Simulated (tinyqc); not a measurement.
Two-step dopant diffusion (predeposition and drive-in) with a constant diffusivity: one step, computed by the program tinyqc. Command: `OMP_NUM_THREADS=1 python tinyqc.py 3002339 3002340 out.jsonl dopdiff walk`. One thread of a shared host (Intel(R) Xeon(R) Processor @ 2.30GHz), about 0.06 s of CPU time with the checks.

Fick diffusion into a half space x > 0 whose background doping C_B is of the opposite type, so that a junction lies where C = C_B.

Question. Sheet resistance. Net dose Q_net = Q erf(x_j/(2 sqrt((Dt)2))) - C_B x_j; R_s = 1/(e mu Q_net), with every dopant ionised and one mobility.

Inputs (values chosen for the exercise, modelled on gallium in silicon):
```
quantity                         value        unit
surface concentration C_s      8.7e+18      1/cm^3
background doping C_B          7.5e+16      1/cm^3
predeposition temperature T1      1025           C
drive-in temperature T2           1200           C
mean mobility in the layer mu      240  cm^2/(V s)
stand-by temperature               700           C
```

dose Q = 7.848117e+13 1/cm^2

junction depth x_j = 2.194055 um

drive-in budget (Dt)2 = 5.901423e-09 cm^2

Constants: e = 1.602176634e-19 C.

Give: net dose; sheet resistance R_s (Gaussian).

Answer.

net dose = 5.862e+13 1/cm^2

sheet resistance R_s (Gaussian) = 443.7 ohm/square

Caution: C_s exceeds the intrinsic carrier density of silicon at the predeposition temperature (2e18 to 1e19 per cm^3), where real diffusivities rise with concentration and profiles turn box-like.
